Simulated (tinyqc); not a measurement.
Empirical pseudopotential in a few plane waves, step by step. Computed by tinyqc, a small Python program that keeps every step. Settings: plane-wave index or count = 15. Command: `OMP_NUM_THREADS=1 python tinyqc.py 21996 21997 out.jsonl` (the two numbers bound the seeds that draw the settings). One thread of a shared host (Intel(R) Xeon(R) Processor @ 2.60GHz), about 0.2 s of CPU time with the checks.

## Bloch Hamiltonian at k

Parameters chosen for this model: fcc lattice, atoms at +/- a/8 (1,1,1); form factors in rydberg at |G|^2 in units of (2 pi/a)^2:
```
parameter                 value      unit
a                      5.270000  angstrom
VS(3)                 -0.231000        Ry
VS(8)                  0.032000        Ry
VS(11)                 0.033000        Ry
VA(3)                  0.096000        Ry
VA(4)                  0.061000        Ry
VA(11)                 0.019000        Ry
hbar^2/2m (2 pi/a)^2   5.415785        eV
```

k point k (2 pi / a): 0.17000  -0.10000  0.58000

Basis: the 15 shortest G (labels in 2 pi/a), the same at every k. H(G,G') = c |k + G|^2 delta + VS(|G-G'|^2) cos((G-G').tau) + i VA sin((G-G').tau), tau = a/8 (1,1,1); 1 Ry = 13.605693 eV.

H(k) at k (eV):
```
                   +0+0+0             -1-1-1             -1-1+1             -1+1-1
+0+0+0            2.03254   2.22238+0.92359i  -2.22238+0.92359i  -2.22238+0.92359i
-1-1-1   2.22238-0.92359i           11.23938   0.00000-0.82995i   0.00000-0.82995i
-1-1+1  -2.22238-0.92359i   0.00000+0.82995i           23.80400            0.43538
-1+1-1  -2.22238-0.92359i   0.00000+0.82995i            0.43538            9.07306
-1+1+1  -2.22238+0.92359i           -0.43538   0.00000+0.82995i   0.00000+0.82995i
+1-1-1  -2.22238-0.92359i   0.00000+0.82995i            0.43538            0.43538
+1-1+1  -2.22238+0.92359i           -0.43538   0.00000+0.82995i            0.00000
+1+1-1  -2.22238+0.92359i           -0.43538            0.00000   0.00000+0.82995i
+1+1+1   2.22238+0.92359i            0.00000           -0.43538           -0.43538
-2+0+0   0.00000-0.82995i  -2.22238+0.92359i  -2.22238-0.92359i  -2.22238-0.92359i
+0-2+0   0.00000-0.82995i  -2.22238+0.92359i  -2.22238-0.92359i   0.31748-0.18279i
+0+0-2   0.00000-0.82995i  -2.22238+0.92359i   0.31748-0.18279i  -2.22238-0.92359i
+0+0+2   0.00000+0.82995i  -0.31748-0.18279i   2.22238+0.92359i  -0.31748+0.18279i
+0+2+0   0.00000+0.82995i  -0.31748-0.18279i  -0.31748+0.18279i   2.22238+0.92359i
+2+0+0   0.00000+0.82995i  -0.31748-0.18279i  -0.31748+0.18279i  -0.31748+0.18279i

                   -1+1+1             +1-1-1             +1-1+1             +1+1-1
+0+0+0  -2.22238-0.92359i  -2.22238+0.92359i  -2.22238-0.92359i  -2.22238-0.92359i
-1-1-1           -0.43538   0.00000-0.82995i           -0.43538           -0.43538
-1-1+1   0.00000-0.82995i            0.43538   0.00000-0.82995i            0.00000
-1+1-1   0.00000-0.82995i            0.43538            0.00000   0.00000-0.82995i
-1+1+1           21.63769            0.00000            0.43538            0.43538
+1-1-1            0.00000           14.92211   0.00000-0.82995i   0.00000-0.82995i
+1-1+1            0.43538   0.00000+0.82995i           27.48673            0.43538
+1+1-1            0.43538   0.00000+0.82995i            0.43538           12.75580
+1+1+1   0.00000+0.82995i           -0.43538   0.00000+0.82995i   0.00000+0.82995i
-2+0+0   2.22238-0.92359i   0.31748-0.18279i  -0.31748-0.18279i  -0.31748-0.18279i
+0-2+0  -0.31748-0.18279i  -2.22238-0.92359i   2.22238-0.92359i  -0.31748-0.18279i
+0+0-2  -0.31748-0.18279i  -2.22238-0.92359i  -0.31748-0.18279i   2.22238-0.92359i
+0+0+2  -2.22238+0.92359i  -0.31748+0.18279i  -2.22238+0.92359i   0.31748+0.18279i
+0+2+0  -2.22238+0.92359i  -0.31748+0.18279i   0.31748+0.18279i  -2.22238+0.92359i
+2+0+0   0.31748+0.18279i   2.22238+0.92359i  -2.22238+0.92359i  -2.22238+0.92359i

                   +1+1+1             -2+0+0             +0-2+0             +0+0-2
+0+0+0   2.22238-0.92359i   0.00000+0.82995i   0.00000+0.82995i   0.00000+0.82995i
-1-1-1            0.00000  -2.22238-0.92359i  -2.22238-0.92359i  -2.22238-0.92359i
-1-1+1           -0.43538  -2.22238+0.92359i  -2.22238+0.92359i   0.31748+0.18279i
-1+1-1           -0.43538  -2.22238+0.92359i   0.31748+0.18279i  -2.22238+0.92359i
-1+1+1   0.00000-0.82995i   2.22238+0.92359i  -0.31748+0.18279i  -0.31748+0.18279i
+1-1-1           -0.43538   0.31748+0.18279i  -2.22238+0.92359i  -2.22238+0.92359i
+1-1+1   0.00000-0.82995i  -0.31748+0.18279i   2.22238+0.92359i  -0.31748+0.18279i
+1+1-1   0.00000-0.82995i  -0.31748+0.18279i  -0.31748+0.18279i   2.22238+0.92359i
+1+1+1           25.32042  -0.31748-0.18279i  -0.31748-0.18279i  -0.31748-0.18279i
-2+0+0  -0.31748+0.18279i           20.01295            0.43538            0.43538
+0-2+0  -0.31748+0.18279i            0.43538           25.86200            0.43538
+0+0-2  -0.31748+0.18279i            0.43538            0.43538           11.13106
+0+0+2  -2.22238-0.92359i           -0.43538           -0.43538            0.00000
+0+2+0  -2.22238-0.92359i           -0.43538            0.00000           -0.43538
+2+0+0  -2.22238-0.92359i            0.00000           -0.43538           -0.43538

                   +0+0+2             +0+2+0             +2+0+0
+0+0+0   0.00000-0.82995i   0.00000-0.82995i   0.00000-0.82995i
-1-1-1  -0.31748+0.18279i  -0.31748+0.18279i  -0.31748+0.18279i
-1-1+1   2.22238-0.92359i  -0.31748-0.18279i  -0.31748-0.18279i
-1+1-1  -0.31748-0.18279i   2.22238-0.92359i  -0.31748-0.18279i
-1+1+1  -2.22238-0.92359i  -2.22238-0.92359i   0.31748-0.18279i
+1-1-1  -0.31748-0.18279i  -0.31748-0.18279i   2.22238-0.92359i
+1-1+1  -2.22238-0.92359i   0.31748-0.18279i  -2.22238-0.92359i
+1+1-1   0.31748-0.18279i  -2.22238-0.92359i  -2.22238-0.92359i
+1+1+1  -2.22238+0.92359i  -2.22238+0.92359i  -2.22238+0.92359i
-2+0+0           -0.43538           -0.43538            0.00000
+0-2+0           -0.43538            0.00000           -0.43538
+0+0-2            0.00000           -0.43538           -0.43538
+0+0+2           36.26031            0.43538            0.43538
+0+2+0            0.43538           21.52937            0.43538
+2+0+0            0.43538            0.43538           27.37842
```

## Levels at k

Diagonalise the Hermitian matrix.

eigenvalues (eV): -1.85173  6.85949  9.62816  10.24390  14.41636  15.82681  18.40448  19.87621  22.35658  23.61965  25.32808  27.61692  28.94152  30.77131  38.40811

## Bands along a path

The same steps at evenly spaced points between the labelled ones.

Bands along the path (eV), lowest eight:
```
k           band 1    band 2    band 3    band 4    band 5    band 6    band 7    band 8
L         -1.12870   4.75452  11.28848  11.28848  13.43038  16.65172  16.65172  20.75600
L-G 0.33  -2.03495   6.30208  11.38201  11.38201  13.59875  16.87648  16.87648  21.02538
L-G 0.67  -2.92311   9.25672  11.87647  11.87647  14.21576  16.96802  16.96802  17.60051
G         -3.25453  12.26425  12.26425  12.26425  13.15400  16.33679  16.33679  16.33679
G-X 0.33  -2.81142   9.36204  11.10709  11.10709  14.90586  15.96133  18.29980  18.29980
G-X 0.67  -1.60574   6.54842   9.84069   9.84069  13.48848  14.29856  21.51957  21.83633
X         -0.34991   4.86008   9.50604   9.50604  12.99531  13.47124  25.86360  25.86360
```

With 4 band(s) filled, the highest filled level on these points lies at G and the lowest empty one at X: a gap of 0.7311 eV, indirect. This holds for the small fixed basis; with all plane waves up to |k + G|^2 = 21 (2 pi/a)^2 the gap along the path is 0.62 eV.

## Convergence with the number of plane waves

Levels at G counted from the fourth one.

Levels (eV):
```
plane waves    level 1  level 5  level 8
9            -17.52873  1.65989  2.12226
15           -15.51878  0.88975  4.07255
27           -14.78850  0.79508  4.28416
51           -14.63439  0.76314  4.38879
59           -14.59176  0.79662  4.28469
65           -14.58823  0.79545  4.27498
89           -14.58268  0.79399  4.27883
```
